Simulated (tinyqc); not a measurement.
# Ground and coupling capacitance from two measurements

Question. A line has Cg to the planes and Cc to each of two neighbours. Find Cg, Cc, the load when both neighbours switch in antiphase, and the pulse on the line when it floats and both neighbours swing by Vx.

Values chosen for this exercise: swing Vx = 0.8 V.

capacitance with neighbours driven alike and with neighbours grounded (aF/um): [30, 196]

Solution. Driven alike, Cc carries no charge, which leaves Cg; grounded neighbours give Cg + 2 Cc, antiphase Cg + 4 Cc; a floating line divides the swing as 2 Cc/(Cg + 2 Cc).

Cg = 30.00 aF/um
Cc = 83.00 aF/um
load in antiphase = 362.0 aF/um
pulse = 0.6776 V

tinyqc, about 1 s, one thread, Intel Xeon 2.30GHz (shared host): `OMP_NUM_THREADS=1 python tinyqc.py 2790174 2790175 out.jsonl`
